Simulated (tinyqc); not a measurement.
From results to parameters: two-site tight-binding chain. Computed by the program tinyqc.

Problem. A two-site chain has site energies +delta (A) and -delta (B) and hoppings t1 > t2 > 0, so E = +/- sqrt(delta^2 + |t1 + t2 exp(-ika)|^2). Find delta, t1 and t2.

upper band at k = 0 = 3.132299 eV
upper band at the zone edge = 1.238911 eV
weight of the upper band on site A at the zone edge = 0.730041

Solution. The weight on A is (1 + delta/E)/2, which gives delta; then t1 + t2 = sqrt(E(0)^2 - delta^2) and t1 - t2 = sqrt(E(edge)^2 - delta^2).

delta, t1, t2 (eV): 0.570  2.090  0.990
